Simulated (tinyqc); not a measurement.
Worked calculation: equilibrium and kinetic segregation of a solute to boundaries and growing surfaces. Computed by tinyqc, a small Python program that keeps every step. Command: `OMP_NUM_THREADS=1 python tinyqc.py 3001143 3001144 out.jsonl segreg walk`. One thread of a shared host (Intel(R) Xeon(R) Processor @ 2.30GHz), about 0.01 s of CPU time with the checks. Intermediate numbers are printed to about 6 digits and carried at full precision; extremes and crossings named in words are read from the listed rows.

Inputs (values chosen for the exercise, modelled on arsenic in polycrystalline silicon):
```
quantity                               value          unit
segregation energy Q                   0.442            eV
interaction z w (positive attracts)    -0.11            eV
total solute fraction x0               0.001             -
temperature T                           1250             K
grain size d                             260            nm
boundary thickness delta                0.35            nm
atomic volume Omega                    20.02    angstrom^3
clean boundary energy gamma_0           0.41         J/m^2
bulk diffusivity D                   9.7e-18         m^2/s
anneal time t                            140             s
exchange barrier E_b                    1.86            eV
surface segregation energy E_s          0.26            eV
growth temperature T_g                   850             K
growth rate                            0.079  monolayers/s
mixing                                   0.3             -
```

Isotherm: Fowler-Guggenheim.

Constants: k_B = 8.617333262e-05 eV/K; 1 eV/angstrom^2 = 16.02176634 J/m^2.

## Coverage for very large grains, by iteration

With theta the solute fraction on boundary sites and x that in the grains, theta/(1 - theta) = [x/(1 - x)] exp[(Q + z w theta)/(k_B T)]. The coverage theta_inf is that for x = x0. Start at theta = 0; theta(new) = theta + mixing (theta(out) - theta); stop below 1e-10, 80 steps at most.

Iteration:
```
step   theta in  theta out     out - in
1     0.0000000  0.0571409  5.71409e-02
2     0.0171423  0.0562050  3.90628e-02
3     0.0288611  0.0555736  2.67125e-02
4     0.0368748  0.0551456  1.82708e-02
5     0.0423561  0.0548547  1.24986e-02
6     0.0461057  0.0546565  8.55085e-03
...         ...        ...          ...
50    0.0542294  0.0542294  4.81176e-10
51    0.0542294  0.0542294  3.29263e-10
52    0.0542294  0.0542294  2.25310e-10
53    0.0542294  0.0542294  1.54177e-10
54    0.0542294  0.0542294  1.05501e-10
55    0.0542294  0.0542294  7.21932e-11
```

coverage theta_inf = 0.0542294

last residual = 7.21932e-11

Converged; without interaction theta would be 0.0571.

## Depletion of small grains

Finite grains: boundary sites are the fraction f = 3 delta/d, and x0 = (1 - f) x + f theta; solve both equations for theta; share at boundaries = f theta/x0.

site fraction f = 0.00403846

coverage theta = 0.0453087

fraction x left in the grains = 8.20335e-04

share of solute at boundaries = 18.2978 %

enrichment theta/x = 55.2320

18 % of the solute sits at boundaries; for a dopant that share is electrically lost.

## Boundary energy

Gibbs adsorption for this isotherm in a dilute matrix: gamma = gamma_0 + Gam_0 [k_B T ln(1 - theta) + z w theta^2/2], Gam_0 = delta/Omega sites per area.

Gam_0 = 17.4825 1/nm^2

boundary energy gamma = 0.395694 J/m^2

Segregation lowers gamma by 3.5 %, and the driving force of grain growth with it.

## How fast the boundary fills

McLean kinetics from a uniform start, fed from both sides, with a constant enrichment beta = theta_inf/x0: (theta - x0)/(theta_inf - x0) = 1 - exp(s^2) erfc(s), s = 2 sqrt(D t)/(beta delta); half filling at s = 0.7691, t = (0.7691 beta delta/2)^2/D. D is an input and does not follow T.

s = 3.88308

degree of filling = 0.859110

time to half filling = 5.49212 s

diffusion length sqrt(D t) = 36.8511 nm

## Segregation at a growing surface

Two-state exchange during growth, dilute: jump up r_u = nu exp(-E_b/(k_B T_g)), jump back r_d = r_u exp(-E_s/(k_B T_g)), nu = 1e13 1/s. In the time 1/R of one monolayer the share carried up is p = [r_u/(r_u + r_d)] [1 - exp(-(r_u + r_d)/R)]; the tail decays as p^n, length -1/ln p monolayers; the equilibrium limit has p = r_u/(r_u + r_d).

r_u = 93.7086 1/s

r_d = 2.69278 1/s

share carried up p = 0.972067

decay length = 35.2976 monolayers

Exchange is fast against growth: the equilibrium regime, where heating shortens the tail.

## Tail length against growth temperature

The formulas are those given above.

Exchange model:
```
T_g (K)        r_u/R         p  length (monolayers)  equilibrium limit
572      5.17944e-03  0.005166          1.89910e-01            195.847
612      6.10099e-02  0.059173          3.53696e-01            138.882
645      3.70731e-01  0.309270          8.52122e-01            108.031
678      1.88987e+00  0.842370          5.82970e+00             86.135
705      6.39642e+00  0.984837          6.54475e+01             72.716
731      1.90047e+01  0.984132          6.25190e+01             62.519
771      8.79333e+01  0.980417          5.05636e+01             50.564
831      6.63748e+02  0.974188          3.82399e+01             38.240
931      1.08055e+04  0.962341          2.60507e+01             26.051
```

The length peaks among these rows at 705 K with 65.4 monolayers. Below, exchange freezes (r_u/R = 0.0052 in the first row); above, the length follows the equilibrium limit, about exp(E_s/(k_B T)), down to 26.1.

## Coverage against grain size

The formulas are those given above.

At T:
```
d (nm)      theta  x in the grains  share at boundaries (%)
15      0.0116652      1.97246e-04                  81.6561
30      0.0193897      3.33015e-04                  67.8640
60      0.0288184      5.04506e-04                  50.4323
120     0.0378428      6.74780e-04                  33.1125
250     0.0450079      8.14387e-04                  18.9033
500     0.0492289      8.98506e-04                  10.3381
1000    0.0516203      9.46793e-04                   5.4201
5000    0.0536890      9.88933e-04                   1.1275
```

From the largest grains to the smallest the share at boundaries rises from 1.1 to 82 %, and x/x0 falls to 0.20. In the dilute limit x/x0 = 1/(1 - f + f exp(Q/(k_B T))), which gives 0.19 at 15 nm.

Checks made by the program: mass balance (relative difference below 1e-10).
